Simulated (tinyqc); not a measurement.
What each parameter does: two-band k.p model of the X valleys of a zinc-blende crystal.

k along the valley axis, counted from X, c = hbar^2/2m0, e = c k^2/ml. H = [[e - D/2, i P k], [-i P k, e + D/2]] with P^2 = D0 c/ml, so E = e -/+ sqrt(D^2/4 + D0 e). For D = 0 (diamond lattice) the bands cross at X.

With x = D/D0: for x < 1 the minima lie at k_m = sqrt(ml D0 (1 - x^2)/(4 c)), the hump at X has the height dE = (D0/4)(1 - x)^2 and the mass at the minimum is ml/(1 - x^2); the mass at X is ml/(1 - 1/x), negative for x < 1. For x > 1 the minimum is at X.

Thermal masses along the axis for one X point, lower band, E from the minimum, on 1601 points from -0.8 to 0.8 1/angstrom: density-of-states mass m_d = c I^2/(pi kT), I = integral of exp(-E/kT) dk; conductivity mass m_c = 2 c kT/<(dE/dk)^2> with central differences.

Constants: hbar^2/2m0 = 3.80998211 eV angstrom^2; kB = 8.617333262e-05 eV/K.

Inputs chosen for the exercise (of the order of those of cubic SiC; not measured data):
- D = 2.988 eV (splitting of the two conduction levels at X)
- D0 = 1.098 eV (coupling energy)
- ml = 0.408 m0 (mass along the axis from remote bands)
- T = 77 K (temperature)

Shape of the lower band and thermal masses. Each row changes one parameter from the base and keeps the others.

Results:
```
case            k_m (1/angstrom)  dE (meV)  m_d (m0)  m_c (m0)
base                      0.0000     0.000     0.644     0.644
D = 3.0776 eV             0.0000     0.000     0.634     0.633
D0 = 1.0651 eV            0.0000     0.000     0.633     0.633
ml = 0.3958 m0            0.0000     0.000     0.625     0.624
T = 74.69 K               0.0000     0.000     0.644     0.644
```

The largest shifts from the base row, up to three for each result and ties (the steps differ in size, so this ranks the rows, not the parameters). k_m (1/angstrom): unchanged at the printed digits by D, D0, ml and T. dE (meV): unchanged at the printed digits by D, D0, ml and T. m_d (m0): ml -0.019, D0 -0.011, D -0.011; unchanged at the printed digits by T. m_c (m0): ml -0.019, D0 -0.011, D -0.011; unchanged at the printed digits by T.

Computed by tinyqc, a small Python program: `OMP_NUM_THREADS=1 python tinyqc.py 1850140 1850141 out.jsonl` (the numbers bound the seed that draws the inputs); one thread of a shared host (Intel(R) Xeon(R) Processor @ 2.30GHz), about 0.01 s for the whole set of steps.
